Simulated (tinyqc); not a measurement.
UHF in the sto-6g basis, for BeH, spin multiplicity 2, step by step (part 2 of 3). Computed by tinyqc, a small Python program that keeps every step (integrals from PySCF). Command: `OMP_NUM_THREADS=1 python tinyqc.py 25811 25812 out.jsonl` (the two numbers bound the seeds that draw the settings). One thread of a shared host (Intel(R) Xeon(R) Processor @ 2.60GHz), about 0.2 s of CPU time with the checks.

Geometry (angstrom):
```
atom         x         y         z
Be    0.000000  0.000000  0.000000
H     0.000000  0.000000  1.442000
```

## Iteration 2: diagonalisation and new density

extrapolated F(alpha) (hartree), order 1Be 1s, 1Be 2s, 1Be 2px, 1Be 2py, 1Be 2pz, 2H 1s:
$$\begin{pmatrix}
-4.619019 & -1.246272 & 0.000000 & 0.000000 & -0.002117 & -0.289390 \\
-1.246272 & -0.648345 & 0.000000 & 0.000000 & -0.004848 & -0.372599 \\
0.000000 & 0.000000 & 0.192115 & 0.000000 & 0.000000 & 0.000000 \\
0.000000 & 0.000000 & 0.000000 & 0.192115 & 0.000000 & 0.000000 \\
-0.002117 & -0.004848 & 0.000000 & 0.000000 & -0.094636 & -0.344503 \\
-0.289390 & -0.372599 & 0.000000 & 0.000000 & -0.344503 & -0.371690
\end{pmatrix}$$

extrapolated F(beta) (hartree), order 1Be 1s, 1Be 2s, 1Be 2px, 1Be 2py, 1Be 2pz, 2H 1s:
$$\begin{pmatrix}
-4.520400 & -1.231929 & 0.000000 & 0.000000 & -0.000857 & -0.278393 \\
-1.231929 & -0.494096 & 0.000000 & 0.000000 & -0.154368 & -0.375354 \\
0.000000 & 0.000000 & 0.234167 & 0.000000 & 0.000000 & 0.000000 \\
0.000000 & 0.000000 & 0.000000 & 0.234167 & 0.000000 & 0.000000 \\
-0.000857 & -0.154368 & 0.000000 & 0.000000 & 0.140637 & -0.213022 \\
-0.278393 & -0.375354 & 0.000000 & 0.000000 & -0.213022 & -0.147421
\end{pmatrix}$$

X, order 1Be 1s, 1Be 2s, 1Be 2px, 1Be 2py, 1Be 2pz, 2H 1s:
$$\begin{pmatrix}
0.221096 & 0.795088 & 0.000000 & 0.000000 & 0.598840 & 0.186096 \\
-0.838577 & -0.586712 & 0.000000 & 0.000000 & 0.447076 & 0.385765 \\
0.000000 & 0.000000 & -0.543194 & 0.839607 & 0.000000 & 0.000000 \\
0.000000 & 0.000000 & 0.839607 & 0.543194 & 0.000000 & 0.000000 \\
-0.886764 & 0.487471 & 0.000000 & 0.000000 & -0.511848 & 0.373143 \\
1.181151 & -0.199401 & 0.000000 & 0.000000 & -0.178963 & 0.519186
\end{pmatrix}$$

Diagonalise F' = X^T F X, C = X C', fill 3 alpha and 2 beta electrons from the bottom; D(s) = C_occ C_occ^T. Each column has its largest component positive (the first on a tie).

F' = X^T F X (alpha) (hartree):
$$\begin{pmatrix}
0.489694 & -0.331567 & 0.000000 & 0.000000 & -0.121332 & -0.183002 \\
-0.331567 & -1.945005 & 0.000000 & 0.000000 & -1.961525 & -0.790402 \\
0.000000 & 0.000000 & 0.192115 & 0.000000 & 0.000000 & 0.000000 \\
0.000000 & 0.000000 & 0.000000 & 0.192115 & 0.000000 & 0.000000 \\
-0.121332 & -1.961525 & 0.000000 & 0.000000 & -2.427979 & -0.992216 \\
-0.183002 & -0.790402 & 0.000000 & 0.000000 & -0.992216 & -0.889095
\end{pmatrix}$$

orbital energies (alpha) (hartree): MO1 -4.620233, MO2 -0.471891, MO3 -0.238865, MO4 0.192115, MO5 0.192115, MO6 0.558604

coefficients C (alpha), order 1Be 1s, 1Be 2s, 1Be 2px, 1Be 2py, 1Be 2pz, 2H 1s:
$$\begin{pmatrix}
0.995371 & -0.173485 & -0.199975 & 0.000000 & 0.000000 & 0.115927 \\
0.017982 & 0.495584 & 0.823047 & 0.000000 & 0.000000 & -0.687605 \\
0.000000 & 0.000000 & 0.000000 & -0.332251 & 0.943191 & 0.000000 \\
0.000000 & 0.000000 & 0.000000 & 0.943191 & 0.332251 & 0.000000 \\
0.001178 & 0.186030 & -0.536496 & 0.000000 & 0.000000 & -1.050127 \\
-0.001616 & 0.613970 & -0.357687 & 0.000000 & 0.000000 & 1.109756
\end{pmatrix}$$

F' = X^T F X (beta) (hartree):
$$\begin{pmatrix}
0.608465 & -0.311465 & 0.000000 & 0.000000 & -0.171368 & -0.071308 \\
-0.311465 & -1.721310 & 0.000000 & 0.000000 & -2.084276 & -0.754530 \\
0.000000 & 0.000000 & 0.234167 & 0.000000 & 0.000000 & 0.000000 \\
0.000000 & 0.000000 & 0.000000 & 0.234167 & 0.000000 & 0.000000 \\
-0.171368 & -2.084276 & 0.000000 & 0.000000 & -2.195451 & -1.052265 \\
-0.071308 & -0.754530 & 0.000000 & 0.000000 & -1.052265 & -0.758360
\end{pmatrix}$$

orbital energies (beta) (hartree): MO1 -4.522052, MO2 -0.355256, MO3 0.151348, MO4 0.234167, MO5 0.234167, MO6 0.659304

coefficients C (beta), order 1Be 1s, 1Be 2s, 1Be 2px, 1Be 2py, 1Be 2pz, 2H 1s:
$$\begin{pmatrix}
0.994577 & -0.201890 & -0.182641 & 0.000000 & 0.000000 & 0.104829 \\
0.021622 & 0.629159 & 0.758976 & 0.000000 & 0.000000 & -0.650984 \\
0.000000 & 0.000000 & 0.000000 & 0.760405 & -0.649449 & 0.000000 \\
0.000000 & 0.000000 & 0.000000 & 0.649449 & 0.760405 & 0.000000 \\
0.002948 & 0.231171 & -0.575539 & 0.000000 & 0.000000 & -1.020053 \\
-0.004720 & 0.475129 & -0.384975 & 0.000000 & 0.000000 & 1.167256
\end{pmatrix}$$

D(alpha) after iteration 2, order 1Be 1s, 1Be 2s, 1Be 2px, 1Be 2py, 1Be 2pz, 2H 1s:
$$\begin{pmatrix}
1.060851 & -0.232666 & 0.000000 & 0.000000 & 0.076185 & -0.036595 \\
-0.232666 & 0.923333 & 0.000000 & 0.000000 & -0.349347 & 0.009852 \\
0.000000 & 0.000000 & 0.000000 & 0.000000 & 0.000000 & 0.000000 \\
0.000000 & 0.000000 & 0.000000 & 0.000000 & 0.000000 & 0.000000 \\
0.076185 & -0.349347 & 0.000000 & 0.000000 & 0.322437 & 0.306113 \\
-0.036595 & 0.009852 & 0.000000 & 0.000000 & 0.306113 & 0.504902
\end{pmatrix}$$

D(beta) after iteration 2, order 1Be 1s, 1Be 2s, 1Be 2px, 1Be 2py, 1Be 2pz, 2H 1s:
$$\begin{pmatrix}
1.029943 & -0.105516 & 0.000000 & 0.000000 & -0.043739 & -0.100619 \\
-0.105516 & 0.396309 & 0.000000 & 0.000000 & 0.145507 & 0.298830 \\
0.000000 & 0.000000 & 0.000000 & 0.000000 & 0.000000 & 0.000000 \\
0.000000 & 0.000000 & 0.000000 & 0.000000 & 0.000000 & 0.000000 \\
-0.043739 & 0.145507 & 0.000000 & 0.000000 & 0.053449 & 0.109822 \\
-0.100619 & 0.298830 & 0.000000 & 0.000000 & 0.109822 & 0.225770
\end{pmatrix}$$

Within a degenerate level the vectors are fixed only up to a rotation; this is one choice.

## Iteration 3: building the Fock matrix

core Hamiltonian H = T + V (hartree), order 1Be 1s, 1Be 2s, 1Be 2px, 1Be 2py, 1Be 2pz, 2H 1s:
$$\begin{pmatrix}
-8.313013 & -1.951605 & 0.000000 & 0.000000 & -0.016366 & -0.447365 \\
-1.951605 & -2.428994 & 0.000000 & 0.000000 & -0.136191 & -1.047234 \\
0.000000 & 0.000000 & -1.952897 & 0.000000 & 0.000000 & 0.000000 \\
0.000000 & 0.000000 & 0.000000 & -1.952897 & 0.000000 & 0.000000 \\
-0.016366 & -0.136191 & 0.000000 & 0.000000 & -2.057463 & -1.124713 \\
-0.447365 & -1.047234 & 0.000000 & 0.000000 & -1.124713 & -1.931467
\end{pmatrix}$$

Two-electron integrals (ij|kl) in chemists' order, unique and non-zero (hartree):
```
(11|11) 2.299996   (21|11) 0.361879   (21|21) 0.071926   (22|11) 0.570332
(22|21) 0.139654   (22|22) 0.417773   (31|31) 0.015252   (32|31) 0.022555
(32|32) 0.092340   (33|11) 0.570332   (33|21) 0.139654   (33|22) 0.417773
(33|33) 0.450117   (41|41) 0.015252   (42|41) 0.022555   (42|42) 0.092340
(43|43) 0.024258   (44|11) 0.570332   (44|21) 0.139654   (44|22) 0.417773
(44|33) 0.401601   (44|44) 0.450117   (51|51) 0.015252   (52|51) 0.022555
(52|52) 0.092340   (53|53) 0.024258   (54|54) 0.024258   (55|11) 0.570332
(55|21) 0.139654   (55|22) 0.417773   (55|33) 0.401601   (55|44) 0.401601
(55|55) 0.450117   (61|11) 0.083966   (61|21) 0.016204   (61|22) 0.031326
(61|33) 0.031067   (61|44) 0.031067   (61|51) 0.001603   (61|52) 0.003105
(61|55) 0.031843   (61|61) 0.003861   (62|11) 0.198110   (62|21) 0.049259
(62|22) 0.159980   (62|33) 0.153990   (62|44) 0.153990   (62|51) 0.006878
(62|52) 0.040199   (62|55) 0.171960   (62|61) 0.012263   (62|62) 0.090649
(63|31) 0.004794   (63|32) 0.021710   (63|53) 0.007007   (63|63) 0.008402
(64|41) 0.004794   (64|42) 0.021710   (64|54) 0.007007   (64|64) 0.008402
(65|11) 0.211927   (65|21) 0.053371   (65|22) 0.181163   (65|33) 0.170523
(65|44) 0.170523   (65|51) 0.011135   (65|52) 0.062693   (65|55) 0.202442
(65|61) 0.013953   (65|62) 0.116875   (65|65) 0.155701   (66|11) 0.364737
(66|21) 0.092546   (66|22) 0.335294   (66|33) 0.311096   (66|44) 0.311096
(66|51) 0.015322   (66|52) 0.114594   (66|55) 0.383689   (66|61) 0.023861
(66|62) 0.240686   (66|65) 0.329583   (66|66) 0.774999
```

nuclear repulsion = 1.46789795 hartree

J_ij = sum D_kl (ij|kl) with D = D(alpha) + D(beta), K_ij = sum D_kl (ik|jl) for each spin; F = H + J - K(s); E = tr D H + tr D J / 2 - 0.5 sum_s tr D(s) K(s) + E_nn.

Coulomb J (hartree), order 1Be 1s, 1Be 2s, 1Be 2px, 1Be 2py, 1Be 2pz, 2H 1s:
$$\begin{pmatrix}
6.073132 & 1.082736 & 0.000000 & 0.000000 & 0.016059 & 0.252294 \\
1.082736 & 2.292198 & 0.000000 & 0.000000 & 0.123667 & 0.966388 \\
0.000000 & 0.000000 & 2.255962 & 0.000000 & 0.000000 & 0.000000 \\
0.000000 & 0.000000 & 0.000000 & 2.255962 & 0.000000 & 0.000000 \\
0.016059 & 0.123667 & 0.000000 & 0.000000 & 2.364674 & 1.135993 \\
0.252294 & 0.966388 & 0.000000 & 0.000000 & 1.135993 & 2.223446
\end{pmatrix}$$

exchange K(alpha) (hartree), order 1Be 1s, 1Be 2s, 1Be 2px, 1Be 2py, 1Be 2pz, 2H 1s:
$$\begin{pmatrix}
2.339993 & 0.372886 & 0.000000 & 0.000000 & 0.000889 & 0.092056 \\
0.372886 & 0.496762 & 0.000000 & 0.000000 & -0.035032 & 0.286080 \\
0.000000 & 0.000000 & 0.107375 & 0.000000 & 0.000000 & 0.000000 \\
0.000000 & 0.000000 & 0.000000 & 0.107375 & 0.000000 & 0.000000 \\
0.000889 & -0.035032 & 0.000000 & 0.000000 & 0.439053 & 0.355799 \\
0.092056 & 0.286080 & 0.000000 & 0.000000 & 0.355799 & 0.648832
\end{pmatrix}$$

exchange K(beta) (hartree), order 1Be 1s, 1Be 2s, 1Be 2px, 1Be 2py, 1Be 2pz, 2H 1s:
$$\begin{pmatrix}
2.315828 & 0.367880 & 0.000000 & 0.000000 & 0.001251 & 0.086244 \\
0.367880 & 0.330108 & 0.000000 & 0.000000 & 0.179375 & 0.301177 \\
0.000000 & 0.000000 & 0.064286 & 0.000000 & 0.000000 & 0.000000 \\
0.000000 & 0.000000 & 0.000000 & 0.064286 & 0.000000 & 0.000000 \\
0.001251 & 0.179375 & 0.000000 & 0.000000 & 0.186448 & 0.259484 \\
0.086244 & 0.301177 & 0.000000 & 0.000000 & 0.259484 & 0.464837
\end{pmatrix}$$

F(alpha) (hartree), order 1Be 1s, 1Be 2s, 1Be 2px, 1Be 2py, 1Be 2pz, 2H 1s:
$$\begin{pmatrix}
-4.579874 & -1.241756 & 0.000000 & 0.000000 & -0.001196 & -0.287128 \\
-1.241756 & -0.633558 & 0.000000 & 0.000000 & 0.022508 & -0.366926 \\
0.000000 & 0.000000 & 0.195690 & 0.000000 & 0.000000 & 0.000000 \\
0.000000 & 0.000000 & 0.000000 & 0.195690 & 0.000000 & 0.000000 \\
-0.001196 & 0.022508 & 0.000000 & 0.000000 & -0.131842 & -0.344519 \\
-0.287128 & -0.366926 & 0.000000 & 0.000000 & -0.344519 & -0.356853
\end{pmatrix}$$

F(beta) (hartree), order 1Be 1s, 1Be 2s, 1Be 2px, 1Be 2py, 1Be 2pz, 2H 1s:
$$\begin{pmatrix}
-4.555709 & -1.236749 & 0.000000 & 0.000000 & -0.001559 & -0.281316 \\
-1.236749 & -0.466903 & 0.000000 & 0.000000 & -0.191898 & -0.382023 \\
0.000000 & 0.000000 & 0.238779 & 0.000000 & 0.000000 & 0.000000 \\
0.000000 & 0.000000 & 0.000000 & 0.238779 & 0.000000 & 0.000000 \\
-0.001559 & -0.191898 & 0.000000 & 0.000000 & 0.120763 & -0.248204 \\
-0.281316 & -0.382023 & 0.000000 & 0.000000 & -0.248204 & -0.172857
\end{pmatrix}$$

total energy of this density = -15.07604023 hartree

## Iteration 3: DIIS over 3 matrices

error matrix X^T (FDS - SDF) X (alpha):
$$\begin{pmatrix}
0.000000 & 0.032352 & 0.000000 & 0.000000 & -0.027425 & 0.004841 \\
-0.032352 & 0.000000 & 0.000000 & 0.000000 & 0.001410 & 0.002398 \\
0.000000 & 0.000000 & 0.000000 & 0.000000 & 0.000000 & 0.000000 \\
0.000000 & 0.000000 & 0.000000 & 0.000000 & 0.000000 & 0.000000 \\
0.027425 & -0.001410 & 0.000000 & 0.000000 & 0.000000 & -0.002244 \\
-0.004841 & -0.002398 & 0.000000 & 0.000000 & 0.002244 & 0.000000
\end{pmatrix}$$

B (overlaps of the stored error matrices):
$$\begin{pmatrix}
1.6531652e-01 & 1.4506176e-02 & 1.0776827e-02 \\
1.4506176e-02 & 2.7357223e-02 & 1.3208671e-02 \\
1.0776827e-02 & 1.3208671e-02 & 7.2131397e-03
\end{pmatrix}$$

Minimise |sum c_i e_i|^2 with sum c_i = 1: solve [B -1; -1 0][c; lambda] = [0; -1] with B_ij = tr e_i^T e_j summed over both spins, and take F = sum c_i F_i.

DIIS coefficients: [-0.034788, -0.745045, 1.779833]

extrapolated F(alpha) (hartree), order 1Be 1s, 1Be 2s, 1Be 2px, 1Be 2py, 1Be 2pz, 2H 1s:
$$\begin{pmatrix}
-4.560389 & -1.240034 & 0.000000 & 0.000000 & -0.000754 & -0.286011 \\
-1.240034 & -0.624258 & 0.000000 & 0.000000 & 0.041095 & -0.364854 \\
0.000000 & 0.000000 & 0.198605 & 0.000000 & 0.000000 & 0.000000 \\
0.000000 & 0.000000 & 0.000000 & 0.198605 & 0.000000 & 0.000000 \\
-0.000754 & 0.041095 & 0.000000 & 0.000000 & -0.156147 & -0.342330 \\
-0.286011 & -0.364854 & 0.000000 & 0.000000 & -0.342330 & -0.344625
\end{pmatrix}$$

extrapolated F(beta) (hartree), order 1Be 1s, 1Be 2s, 1Be 2px, 1Be 2py, 1Be 2pz, 2H 1s:
$$\begin{pmatrix}
-4.569998 & -1.238420 & 0.000000 & 0.000000 & -0.002315 & -0.283424 \\
-1.238420 & -0.446626 & 0.000000 & 0.000000 & -0.218876 & -0.386054 \\
0.000000 & 0.000000 & 0.242521 & 0.000000 & 0.000000 & 0.000000 \\
0.000000 & 0.000000 & 0.000000 & 0.242521 & 0.000000 & 0.000000 \\
-0.002315 & -0.218876 & 0.000000 & 0.000000 & 0.105359 & -0.274788 \\
-0.283424 & -0.386054 & 0.000000 & 0.000000 & -0.274788 & -0.192946
\end{pmatrix}$$

## Iteration 3: diagonalisation and new density

As before.

F' = X^T F X (alpha) (hartree):
$$\begin{pmatrix}
0.546239 & -0.289268 & 0.000000 & 0.000000 & -0.151588 & -0.180833 \\
-0.289268 & -1.943915 & 0.000000 & 0.000000 & -1.900665 & -0.802126 \\
0.000000 & 0.000000 & 0.198605 & 0.000000 & 0.000000 & 0.000000 \\
0.000000 & 0.000000 & 0.000000 & 0.198605 & 0.000000 & 0.000000 \\
-0.151588 & -1.900665 & 0.000000 & 0.000000 & -2.437475 & -0.970089 \\
-0.180833 & -0.802126 & 0.000000 & 0.000000 & -0.970089 & -0.865841
\end{pmatrix}$$

orbital energies (alpha) (hartree): MO1 -4.561944, MO2 -0.444645, MO3 -0.286023, MO4 0.198605, MO5 0.198605, MO6 0.591621

coefficients C (alpha), order 1Be 1s, 1Be 2s, 1Be 2px, 1Be 2py, 1Be 2pz, 2H 1s:
$$\begin{pmatrix}
0.994708 & -0.165774 & -0.198057 & 0.000000 & 0.000000 & 0.134676 \\
0.020621 & 0.459103 & 0.780646 & 0.000000 & 0.000000 & -0.758633 \\
0.000000 & 0.000000 & 0.000000 & -0.459944 & 0.887948 & 0.000000 \\
0.000000 & 0.000000 & 0.000000 & 0.887948 & 0.459944 & 0.000000 \\
0.001053 & 0.202469 & -0.615844 & 0.000000 & 0.000000 & -1.002469 \\
-0.002474 & 0.632890 & -0.237825 & 0.000000 & 0.000000 & 1.131081
\end{pmatrix}$$

F' = X^T F X (beta) (hartree):
$$\begin{pmatrix}
0.603162 & -0.317371 & 0.000000 & 0.000000 & -0.183753 & -0.062803 \\
-0.317371 & -1.693591 & 0.000000 & 0.000000 & -2.146224 & -0.783016 \\
0.000000 & 0.000000 & 0.242521 & 0.000000 & 0.000000 & 0.000000 \\
0.000000 & 0.000000 & 0.000000 & 0.242521 & 0.000000 & 0.000000 \\
-0.183753 & -2.146224 & 0.000000 & 0.000000 & -2.196034 & -1.021492 \\
-0.062803 & -0.783016 & 0.000000 & 0.000000 & -1.021492 & -0.819093
\end{pmatrix}$$

orbital energies (beta) (hartree): MO1 -4.571359, MO2 -0.395128, MO3 0.202409, MO4 0.242521, MO5 0.242521, MO6 0.658523

coefficients C (beta), order 1Be 1s, 1Be 2s, 1Be 2px, 1Be 2py, 1Be 2pz, 2H 1s:
$$\begin{pmatrix}
0.995151 & -0.181083 & -0.205181 & 0.000000 & 0.000000 & 0.095259 \\
0.019190 & 0.551299 & 0.841183 & 0.000000 & 0.000000 & -0.619876 \\
0.000000 & 0.000000 & 0.000000 & -0.585983 & 0.810323 & 0.000000 \\
0.000000 & 0.000000 & 0.000000 & 0.810323 & 0.585983 & 0.000000 \\
0.002801 & 0.318027 & -0.521324 & 0.000000 & 0.000000 & -1.025805 \\
-0.003319 & 0.491050 & -0.354837 & 0.000000 & 0.000000 & 1.170218
\end{pmatrix}$$

D(alpha) after iteration 3, order 1Be 1s, 1Be 2s, 1Be 2px, 1Be 2py, 1Be 2pz, 2H 1s:
$$\begin{pmatrix}
1.056152 & -0.210208 & 0.000000 & 0.000000 & 0.089456 & -0.060275 \\
-0.210208 & 0.820610 & 0.000000 & 0.000000 & -0.387781 & 0.104854 \\
0.000000 & 0.000000 & 0.000000 & 0.000000 & 0.000000 & 0.000000 \\
0.000000 & 0.000000 & 0.000000 & 0.000000 & 0.000000 & 0.000000 \\
0.089456 & -0.387781 & 0.000000 & 0.000000 & 0.420259 & 0.274601 \\
-0.060275 & 0.104854 & 0.000000 & 0.000000 & 0.274601 & 0.457117
\end{pmatrix}$$

D(beta) after iteration 3, order 1Be 1s, 1Be 2s, 1Be 2px, 1Be 2py, 1Be 2pz, 2H 1s:
$$\begin{pmatrix}
1.023116 & -0.080734 & 0.000000 & 0.000000 & -0.054802 & -0.092224 \\
-0.080734 & 0.304298 & 0.000000 & 0.000000 & 0.175382 & 0.270652 \\
0.000000 & 0.000000 & 0.000000 & 0.000000 & 0.000000 & 0.000000 \\
0.000000 & 0.000000 & 0.000000 & 0.000000 & 0.000000 & 0.000000 \\
-0.054802 & 0.175382 & 0.000000 & 0.000000 & 0.101149 & 0.156158 \\
-0.092224 & 0.270652 & 0.000000 & 0.000000 & 0.156158 & 0.241141
\end{pmatrix}$$

Within a degenerate level the vectors are fixed only up to a rotation; this is one choice.
